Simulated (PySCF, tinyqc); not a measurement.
Worked calculation: RHF in the sto-6g basis, for H3-, spin multiplicity 1. The basis has no diffuse functions, so it cannot describe the extra electron: this is an exercise in the method, not the real anion. The lowest restricted solution is unstable here: a spin-polarised one lies 0.0506 hartree lower (PySCF). One step of it, computed by the program tinyqc.

Question. Iteration 1: diagonalisation and new density. Diagonalise F' = X^T F X, C = X C', fill 2 alpha and 2 beta electrons from the bottom; D = 2 C_occ C_occ^T. Each column has its largest component positive (the first on a tie).

Fock matrix F (hartree), lower triangle:
```
           1H 1s      2H 1s     3H 1s
1H 1s   0.291219
2H 1s  -0.021867   0.186595
3H 1s  -0.087619  -0.113921  0.242679
```

X:
```
               1          2         3
1H 1s   0.863592  -0.044082  0.586593
2H 1s  -0.646704  -0.632843  0.488548
3H 1s  -0.459571   0.807694  0.414801
```

Give: F' = X^T F X; orbital energies; coefficients C; D after iteration 1.

Answer.

F' = X^T F X (hartree), lower triangle:
```
         1        2       3
1   0.3727
2  -0.0500   0.3551
3   0.0897  -0.0303  0.0852
```

orbital energies (hartree): MO1 0.0586, MO2 0.3170, MO3 0.4374

coefficients C:
```
          MO1      MO2      MO3
1H 1s  0.3320  -0.5116   0.8484
2H 1s  0.6087   0.8284  -0.0263
3H 1s  0.5648  -0.4514  -0.7162
```

D after iteration 1, lower triangle:
```
         1H 1s    2H 1s   3H 1s
1H 1s   0.7440
2H 1s  -0.4433   2.1134
3H 1s   0.8369  -0.0603  1.0455
```
